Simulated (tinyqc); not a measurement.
Surface potential of a MOS transistor: implicit equation and explicit approximations: two steps of the calculation.

p-type body, charge-sheet picture, depletion and inversion only, full ionisation (an idealisation for deep acceptors), Boltzmann statistics (rough once Na exp(x - xn) passes about Nc/7). In units of Vt: xg = (Vg - Vfb)/Vt, x = psi/Vt, G = gamma/sqrt(Vt), xn = (2 phiF + Vc)/Vt. The implicit equation is (xg - x)^2 = G^2 [x - 1 + exp(x - xn)] for x above about 3. Cox = eps0 eox/tox.

Parameters, values chosen for the exercise; band and dielectric values close to those of silicon: temperature T = 300 K; relative permittivity of the gate insulator (close to silicon dioxide) eox = 3.9; insulator thickness tox = 2.3 nm; channel-body voltage Vc = 0 V.

Constants: q = 1.602176634e-19 C, kB = 1.380649e-23 J/K, Vt = kB T/q, eps0 = 8.8541878128e-14 F/cm where lengths are in cm. Results are converted to the units shown.

Question 1. New x. D = exp(x - xn), f = (xg - x)^2 - G^2 (x - 1 + D), f' = -2 (xg - x) - G^2 (1 + D), x(new) = x - f/f'.

x at the start = 36.35
G = 0.45713223
xn = 29.369254
xg = 39.068544

Give: D; f; f'; x after iteration 1.

Answer 1.

D = 1076
f = -224.8
f' = -230.4
x after iteration 1 = 35.37

Question 2. Potential, charges and gate control. psi = Vt x; N_dep = Cox Vt G sqrt(x - 1)/q; N_inv = (Cox Vt G/q) [sqrt(x - 1 + exp(x - xn)) - sqrt(x - 1)]; dpsi/dVg = 1/[1 + G^2 (1 + exp(x - xn))/(2 (xg - x))].

converged x = 33.914649
G = 0.45713223
xn = 29.369254
xg = 39.068544

Find: psi; N_dep; N_inv; dpsi/dVg.

Answer 2.

psi = 0.87676 V
N_dep = 6.3534e11 cm^-2
N_inv = 6.1321e11 cm^-2
dpsi/dVg = 0.34130

psi lies 4.5 Vt above 2 phiF + Vc.

Numbers from tinyqc (`OMP_NUM_THREADS=1 python tinyqc.py 2122007 2122008 out.jsonl`; about 0.01 s on one thread of a shared Intel Xeon 2.30GHz).
